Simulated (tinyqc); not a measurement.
What each parameter does: metal-induced gap states at the contact of a metal chain and a two-band chain.

The semiconductor alternates sites A at -Eg/2 and C at +Eg/2 with hopping -t; the gap runs from -Eg/2 to Eg/2. In the gap cosh(q a) = 1 + (Eg^2/4 - E^2)/(2 t^2) and the amplitude changes by -exp(-q a) a period. The metal has site energy 0 and hopping -tm; its end site has g_m = (E - i sqrt(4 tm^2 - E^2))/(2 tm^2). Sites 1, 2, ... count into the semiconductor, with energies e1, e2 alternating. The clean half chain has g1 = 1/(E - e1 - t^2 g2), g2 = 1/(E - e2 - t^2 g1), decaying root. With the contact G11 = 1/(1/g1 - tc^2 g_m), and the density on site j is -Im G_jj/pi = |psi_j/psi_1|^2 (-Im G11/pi), per spin, with psi_2/psi_1 = -t g2, psi_3/psi_2 = -t g1.

Constants: e^2/(4 pi eps0) = 14.39964547 eV angstrom.

Parameters, chosen for this exercise (gap and optical dielectric constant near those of GaAs; the chain itself is a model; not measured data): Eg = 1.38 eV (gap); t = 3.07 eV (hopping in the semiconductor); tm = 2.84 eV (hopping in the metal); tc = 0.86 eV (hopping across the contact); end = C (site that touches the metal); a = 4 angstrom (period (two sites); one chain for each area a^2); eps = 10.9 (dielectric constant); E = -0.37 eV (energy from mid-gap).

xi = 1/(2q), summed density, and S = 1/(1 + 4 pi e^2 N xi/eps), N = 2 (summed density)/a^2.

One parameter was then changed.

Results before and after:
```
case     xi (angstrom)  summed density (1/eV)       S
base            10.558                0.02610  0.6362
changed         10.558                0.09184  0.3320
```

Which of these changes was made? (a) eps = 11.99; (b) end = A; (c) Eg = 1.518 eV; (d) t = 3.377 eV; (e) tm = 3.124 eV; (f) tc = 0.946 eV.

Answer: (b) end = A. Of the candidates, run in turn, only this one gives the changed row.

All candidates:
```
case           xi (angstrom)  summed density (1/eV)       S
base                  10.558                0.02610  0.6362
Eg = 1.518 eV          9.283                0.02335  0.6898
t = 3.377 eV          11.611                0.02405  0.6332
tm = 3.124 eV         10.558                0.02372  0.6580
tc = 0.946 eV         10.558                0.03160  0.5909
eps = 11.99           10.558                0.02610  0.6579
end = A               10.558                0.09184  0.3320
```

The decay length belongs to the semiconductor alone; the metal and the contact set only the amplitude.

(tinyqc, `OMP_NUM_THREADS=1 python tinyqc.py 1452334 1452335 out.jsonl`, Intel(R) Xeon(R) Processor @ 2.30GHz, 1 thread, shared host, about 0.01 s.)
